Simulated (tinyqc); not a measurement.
# Circular transfer-length structure: effects of single changes

A disc contact of radius r0 and a very wide ring contact from r1 = r0 + sp outwards lie on a thin layer; the metal has no resistance and the sheet resistance under the contacts equals Rsh.

Values chosen for this exercise:
- Rsh = 41 ohm/sq (sheet resistance of the semiconductor layer)
- rc = 3.1e-9 ohm cm^2 (specific contact resistivity)
- r0 = 0.43 um (radius of the inner contact)
- sp = 0.36 um (gap between the contacts)

Each table varies one quantity; the others keep the values above.

## Resistance against gap

Transfer length Lt = sqrt(rc/Rsh). R = (Rsh/2 pi) [(Lt/r0) I0(r0/Lt)/I1(r0/Lt) + ln(r1/r0) + (Lt/r1) K0(r1/Lt)/K1(r1/Lt)] with modified Bessel functions; for r0 >> Lt both ratios tend to 1. The last column is Rsh (sp + 2 Lt)/(2 pi r0).

Result of one run:
```
sp (um),R (ohm),large-radius form (ohm),linear form (ohm)
0.61,7.766,7.628,11.90
```

What becomes of these results when the gap between the contacts sp is changed from 0.61 to 0.018 um, all else the same?

Result of the changed run:
```
sp (um),R (ohm),large-radius form (ohm),linear form (ohm)
0.018,2.905,2.854,2.912
```

The whole series:
```
sp (um),R (ohm),large-radius form (ohm),linear form (ohm)
0.018,2.905,2.854,2.912
0.03,3.050,2.993,3.094
0.049,3.273,3.208,3.383
0.081,3.632,3.556,3.868
0.13,4.145,4.056,4.612
0.22,4.995,4.889,5.978
0.37,6.204,6.080,8.254
0.61,7.766,7.628,11.90
```

R rises from 2.91 to 7.77 ohm. The linear form is 0.23 % above it in the first row and 53 % above it in the last, where ln(1 + sp/r0) has bent well below sp/r0. A straight line through the end rows, read with the linear form, gives Rsh = 22.2 ohm/sq and Lt = 0.168 um, against 41 and 0.0870.

## Effect of the inner radius

Same model as above.

Results:
```
r0 (um),r0/Lt,inner contact (ohm),rc/(pi r0^2) (ohm),Rsh Lt/(2 pi r0) (ohm)
0.04,0.4600,63.29,61.67,14.19
0.067,0.7705,23.57,21.98,8.469
0.11,1.265,9.687,8.155,5.158
0.19,2.185,4.114,2.733,2.986
0.33,3.795,2.011,0.9061,1.719
0.95,10.93,0.6267,0.1093,0.5973
1.6,18.40,0.3647,0.03855,0.3546
2.7,31.05,0.2136,0.01354,0.2101
```

Estimate the missing row, r0 = 0.56 um.

Computed row:
```
r0 (um),r0/Lt,inner contact (ohm),rc/(pi r0^2) (ohm),Rsh Lt/(2 pi r0) (ohm)
0.56,6.440,1.103,0.3147,1.013
```

With this row back in the table: The inner contact goes as r0^(-1.91) between the first two rows, where it is 2.6 % above rc over the area, and as r0^(-1.02) between the last two, where it is 1.7 % above the rim form: a small disc uses its whole area, a large one only a rim of width Lt.

Program tinyqc, `OMP_NUM_THREADS=1 python tinyqc.py 2760075 2760076 out.jsonl`; Intel Xeon 2.30GHz, shared host, one thread, about 0.01 s.
